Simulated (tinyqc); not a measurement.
# Chip with leakage that grows with temperature, electro-thermal loop and runaway: two studies

One temperature T for the device, T = T0 + Rth P(T), with P(T) = Pd + Pl (T/300 K)^2 exp[(q Ea/kB)(1/(300 K) - 1/T)]. The loop gain is Rth dP/dT; a solution is thermally stable when it is below one.

Values chosen for this exercise: ambient temperature T0 = 360 K; temperature-independent switching power Pd = 25 W; leakage power at 300 K Pl = 0.277 W; activation energy of the leakage Ea = 0.41 eV; thermal resistance Rth = 0.42 K/W.

Constants: q = 1.602176634e-19 C, kB = 1.380649e-23 J/K. Results are converted to the units shown.

Each table varies one quantity; the others keep the values above.

## Effect of the leakage power at 300 K

P'(T) = (P - Pd)(2/T + q Ea/(kB T^2)), G = Rth P'. T is the lowest solution and Tu the next, unstable one.

Effect of the leakage power at 300 K:
```
Pl (W),T (K),P (W),G,Tu (K)
0.023,370.8,25.73,0.01220,667.7
0.034,371.0,26.08,0.01812,631.5
0.051,371.2,26.63,0.02741,597.0
0.076,371.5,27.47,0.04135,565.8
0.11,372.0,28.65,0.06088,538.8
0.17,373.0,30.85,0.09715,509.1
0.25,374.3,34.07,0.1497,484.0
0.37,376.7,39.73,0.2402,459.0
0.56,382.0,52.28,0.4337,431.4
```

What does the table show?

As Pl goes from 0.023 to 0.56 W, T rises from 370.8 to 382.0 K, the power rises from 25.7 to 52.3 W and the loop gain rises from 0.0122 to 0.434. The gap between the stable and unstable solutions goes from 297 to 49.4 K. At Pl = 0.83 W no solution is left within 900 K of T0: thermal runaway.

## Effect of the ambient temperature

Same model as above.

Effect of the ambient temperature:
```
T0 (K),T (K),P (W),G,Tu (K)
300,310.7,25.51,0.01202,501.7
312,322.9,25.99,0.02153,498.0
324,335.3,26.83,0.03722,493.9
336,347.9,28.31,0.06256,489.2
348,361.0,30.84,0.1031,483.9
360,374.8,35.24,0.1687,477.4
372,390.2,43.32,0.2799,469.2
384,409.6,60.99,0.5024,456.7
```

As T0 goes from 300 to 384 K, T rises from 310.7 to 409.6 K, the power rises from 25.5 to 61.0 W and the loop gain rises from 0.0120 to 0.502. The gap between the stable and unstable solutions goes from 191 to 47.0 K. At T0 = 396 K no solution is left within 900 K of T0: thermal runaway.

Computed by the program tinyqc: `OMP_NUM_THREADS=1 python tinyqc.py 2520025 2520026 out.jsonl`, one thread of a shared Intel Xeon 2.30GHz, about 0.01 s for the whole run.
